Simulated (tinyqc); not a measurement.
Inside a calculation: standing waves and exposure in a photoresist film. Values are carried at full precision from step to step, so a last printed digit may differ when a step is redone from the rounded ones.

Normal incidence from air. Unexposed resist: N1 = n1 + i k1 with k1 = (A + B) lam/(4 pi), lam in micrometres. r01 = (1 - N1)/(1 + N1), t01 = 2/(1 + N1). Below the resist lie the layer Na = na + i ka and the substrate Ns = ns + i ks: r12 = (r1a + ras x)/(1 + r1a ras x), x = exp(4 pi i Na da/lam), r1a = (N1 - Na)/(N1 + Na), ras = (Na - Ns)/(Na + Ns). With p = exp(2 pi i N1 d/lam), the field at depth z is E(z) = t01 [exp(2 pi i N1 z/lam) + r12 p^2 exp(-2 pi i N1 z/lam)]/(1 + r01 r12 p^2), the relative intensity I(z) = n1 |E(z)|^2 and the reflectance R = |(r01 + r12 p^2)/(1 + r01 r12 p^2)|^2.

Inputs chosen for the exercise (a resist on Si, indices near tabulated ones; the results hold for these values, not for the real material):
- lam = 248 nm (vacuum wavelength)
- n1 = 1.736 (resist index)
- A = 0.11 1/micrometre (bleachable absorption (Dill A))
- B = 0.94 1/micrometre (fixed absorption (Dill B))
- d = 385 nm (resist thickness)
- ns = 1.586 (substrate n)
- ks = 3.529 (substrate k)
- na = 1.815 (n of the bottom antireflection layer)
- ka = 0.367 (its k)
- da = 40 nm (its thickness)
- C = 0.04 cm^2/mJ (exposure rate (Dill C))
- D = 15 mJ/cm^2 (incident dose)
- Ld = 10 nm (diffusion length of the post-exposure bake)

## Interface coefficients

Form N1, r01, t01 and r12.

N1 = 1.73600+0.02072i
r01 = -0.2690-0.0055i
t01 = 0.7310-0.0055i
r12 = 0.0341+0.1848i
|r12|^2 = 0.0353

Next to the bottom the intensity swings by a factor ((1 + |r12|)/(1 - |r12|))^2 = 2.14 between antinode and node; without the layer |r12|^2 would be 0.5217.

## Round trip and reflectance

Form p^2, the denominator and R; the period of the standing wave is lam/(2 n1).

p^2 = -0.5143+0.4255i
1 + r01 r12 p^2 = 1.0254+0.0222i
R = 0.1338
period = 71.43 nm

The film holds 5.39 periods.

## Intensity and exposure over the lowest period

Nine depths from d - period to d. Without bleaching during the exposure the share of unexposed compound is m = exp(-C D I).

Profile:

| z (nm) | I | m |
|---|---|---|
| 313.6 | 0.694 | 0.660 |
| 322.5 | 0.830 | 0.608 |
| 331.4 | 0.860 | 0.597 |
| 340.4 | 0.762 | 0.633 |
| 349.3 | 0.591 | 0.701 |
| 358.2 | 0.443 | 0.766 |
| 367.1 | 0.403 | 0.785 |
| 376.1 | 0.489 | 0.746 |
| 385.0 | 0.649 | 0.677 |

I runs from 0.403 to 0.860 on these points, so m runs from 0.597 to 0.785; the least exposed point listed lies 17.9 nm above the bottom.

## Smoothing by the bake

Gaussian diffusion of length Ld multiplies a cosine of period L by exp(-2 pi^2 Ld^2/L^2). Give that factor, and the Ld that leaves 10 %.

factor = 0.679
Ld for 10 % = 24.40 nm

## Checks

- R against the transfer-matrix product: both 0.13383.

(tinyqc, `OMP_NUM_THREADS=1 python tinyqc.py 1680506 1680507 out.jsonl`, Intel(R) Xeon(R) Processor @ 2.30GHz, 1 thread, shared host, about 0.01 s.)
